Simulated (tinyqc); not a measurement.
Finite-size error of a charged defect in a periodic cell: Madelung and Makov-Payne terms. From finite-size error back to cell length L. Computed by tinyqc, a small Python program. Command: `OMP_NUM_THREADS=1 python tinyqc.py 3002508 3002509 out.jsonl imagecharge inv`. One thread of a shared host (Intel(R) Xeon(R) Processor @ 2.30GHz), about 0.08 s of CPU time with the checks.

L is the cube root of the cell volume. The defect charge is a Gaussian, rho(r) = q (2 pi sigma^2)^(-3/2) exp(-r^2/2 sigma^2), repeated periodically in a uniform neutralising background and screened by a continuum. The model cell energy is E(L) = E_0 + [periodic - isolated electrostatic energy].

Inputs (values chosen for the exercise, with screening close to that of ZnSe):
```
quantity                                     value      unit
charge q                                         3         e
dielectric constant eps                       8.83         -
width sigma of the defect charge               1.5  angstrom
formation energy of the isolated defect E_0  2.946        eV
```

Supercell lattice: sc. Screening: isotropic.

Constants: e^2/(4 pi eps_0) = 14.39964548 eV angstrom.

Method. Periodic energy of the Gaussian: (2 pi q^2/V) sum_(G != 0) exp(-sigma^2 G^2)/(G.eps.G) x e^2/(4 pi eps_0), n_i = -k..k with k = max(9, L/sigma rounded up). Isolated energy: q^2/(2 sqrt(pi) sigma) <1/(n.eps.n)> e^2/(4 pi eps_0), the mean over directions n, here 1/eps.

Task: A run gave the result below. Find the cell length L, known to lie between 7.7 and 19 angstrom.

finite-size error = -1.718975 eV

Result:

Each step takes the trial c = (a f_b - b f_a)/(f_b - f_a), f being the result less the target and a, b, c the logarithms of the listed values; c replaces end b, the old b replaces a if the sign of f changed, and otherwise f_a is halved.

Scan of the range:
```
cell length L (angstrom)  finite-size error (eV)
7.70                                    -2.25120
8.95                                    -2.03711
10.40                                   -1.81760
12.10                                   -1.60365
14.10                                   -1.40267
16.30                                   -1.22947
19.00                                   -1.06561
```

False position (Illinois rule, in the logarithm of the input) inside the bracket:
```
step    end a    end b    trial  finite-size error (eV)
1     10.4000  12.1000  11.1517                -1.71748
2     10.4000  11.1517  11.1289                -1.72039
3     11.1517  11.1289  11.1400                -1.71897
4     11.1289  11.1400  11.1400                -1.71897
```

Finite-size error rises at every point of a 13-point scan of the range (every second point is shown), so one value fits; it is bracketed by 10.4 and 12.1. Answer: cell length L = 11.14 angstrom.
